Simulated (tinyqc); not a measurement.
Resistivity of narrow wires: free and nearly free electrons in a metal.

The cubic cell holds 4 atoms: n = 4 z/a^3, kF = (3 pi^2 n)^(1/3), EF = c kF^2/m, vF = 2 c kF/(m hbar), c = hbar^2/2m0; rs = (3/(4 pi n))^(1/3)/a0; D(EF) = 3 n/(2 EF).

Square wire of width w with grain size w: rho/rho0 = 1/(1 - 3 al/2 + 3 al^2 - 3 al^3 ln(1 + 1/al)) + (3/4) (1 - p) l/w, with al = (l/w) Rg/(1 - Rg) (Mayadas-Shatzkes plus the thick-wire form of Fuchs-Sondheimer); l = hbar kF/(n e^2 rho), e = 1.602176634e-19 C.

Constants: hbar^2/2m0 = 3.80998211 eV angstrom^2; hbar = 6.58211957e-16 eV s; a0 (Bohr radius) = 0.5291772105 angstrom.

Parameters, chosen for this exercise (near those of Au, whose d bands this model ignores; shifted at random, so the results belong to these values and not to a real crystal): a = 4.109 angstrom (fcc lattice constant); z = 1 (free electrons an atom); m = 1.23 m0 (mass); rho = 2.49 micro-ohm cm (bulk resistivity); p = 0.2 (specularity of the surfaces); Rg = 0.52 (reflection at grain boundaries).

Wires:
```
w (nm)     al  grain term (factor - 1)  surface term  rho (micro-ohm cm)
200     0.185                    0.266         0.103                3.41
100     0.371                    0.523         0.205                4.30
50      0.741                    1.028         0.410                6.07
30      1.235                    1.694         0.684                8.41
20      1.853                    2.522         1.026               11.33
14      2.646                    3.584         1.466               15.06
10      3.705                    4.998         2.052               20.05
7       5.293                    7.118         2.931               27.51
```

l = 34.20 nm

What does the comparison show, and why?

At 7 nm the resistivity is 11.05 times the bulk value; grain boundaries add more (7.12 from grains, 2.93 from surfaces). It passes twice the bulk value between 100 and 50 nm. The surface formula is meant for w above l = 34 nm, so the rows below that are rough.

Program tinyqc; command `OMP_NUM_THREADS=1 python tinyqc.py 1681672 1681673 out.jsonl`; about 0.01 s on one thread of a shared Intel(R) Xeon(R) Processor @ 2.30GHz.
